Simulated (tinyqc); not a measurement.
# Thermoelectric coefficients of a parabolic band, Landauer integrals: what changes with what

Bulk parabolic band, x = (E - Ec)/kB T, C = hbar^2/(2 m0), kB T in eV. Modes per area gv m kB T x/(4 pi C) times the back-scattering length l0 x^rr give the transport function s0 X(x), s0 = (2 q^2/h) gv m kB T l0/(4 pi C), X = x^(1 + rr). I_k = int X (x - eta)^k w dx, w = 1/(4 cosh^2((x - eta)/2)).

Values chosen for this exercise:
```
symbol,value,unit,meaning
T,700,K,temperature
m,0.53,m0,mass of one valley
gv,3,,valleys
l0,14,nm,back-scattering length at x = 1
rr,0.5,,energy exponent of that length
kL,6.3,W/(m K),lattice thermal conductivity
eta,0,,reduced Fermi level (EF - Ec)/kB T
```

Constants: q = 1.602176634e-19 C, kB = 1.380649e-23 J/K, hbar = 1.054571817e-34 J s, h = 6.62607015e-34 J s, m0 = 9.1093837015e-31 kg, Vt = kB T/q, hbar^2/(2 m0) = 0.0380998212 eV nm^2. Results are converted to the units shown.

Each table varies one quantity; the others keep the values above.

## Effect of the scattering exponent

sigma = s0 I_0, S = -(kB/q) I_1/I_0, Lorenz number L = (kB/q)^2 [I_2/I_0 - (I_1/I_0)^2], kappa_e = L sigma T. Power factor S^2 sigma, ZT = S^2 sigma T/(kappa_e + kL). The integrals are converged.

Results:
```
rr	sigma (S/cm)	S (uV/K)	kappa_e (W/(m K))	power factor (mW/(m K^2))	ZT	L (1e-8 V^2/K^2)
-0.5	1165	-163.5	1.075	3.114	0.2956	1.319
0	1506	-204.5	1.701	6.299	0.5511	1.613
0.5	2210	-244.2	2.963	13.18	0.9958	1.915
1.5	6263	-322.6	11.22	65.17	2.603	2.560
2	1.175e4	-362.1	23.89	154.1	3.573	2.904
2.5	2.344e4	-402.0	53.48	378.8	4.436	3.259
```

Estimate the missing row, rr = 1.

Computed row:
```
rr	sigma (S/cm)	S (uV/K)	kappa_e (W/(m K))	power factor (mW/(m K^2))	ZT	L (1e-8 V^2/K^2)
1	3574	-283.4	5.581	28.70	1.691	2.230
```

With this row back in the table: |S| rises from 164 to 402 uV/K, on average 79.5 uV/K for each unit of rr (kB/q = 86.2 uV/K in the non-degenerate limit), since a length that grows with energy favours hot carriers. The Lorenz number rises from 1.32 to 3.26 (1e-8 V^2/K^2). l0 is held fixed, so sigma changes too.

## Best figure of merit against the lattice conductivity

Same model as above.

For each row eta is chosen to maximise ZT; B = (kB/q)^2 s0 T/kL.

Best figure of merit against the lattice conductivity:
```
kL (W/(m K))	B	best eta	best ZT	S there (uV/K)
0.12	9.413	-2.890	7.380	-466.6
0.27	4.183	-2.259	5.372	-413.9
0.59	1.914	-1.667	3.806	-365.8
1.3	0.8689	-1.085	2.568	-320.4
2.8	0.4034	-0.535	1.667	-280.1
6.1	0.1852	0.009	1.018	-243.6
13	0.08689	0.521	0.5955	-212.8
29	0.03895	1.035	0.3179	-185.9
```

What does the table show?

As B falls from 9.41 to 0.0389, the best ZT falls from 7.38 to 0.318, as B^(0.39) between the first two rows and B^(0.78) between the last two; the best eta moves from -2.89 to 1.03, towards the optimum of the power factor, since kappa_e matters less when kL is large.

Range of the model: Parabolic bands, elastic scattering and a fixed kL make these model figures, not those of a material.

Computed by the program tinyqc: `OMP_NUM_THREADS=1 python tinyqc.py 2800011 2800012 out.jsonl`, one thread of a shared Intel Xeon 2.30GHz, about 0.06 s for the whole run.
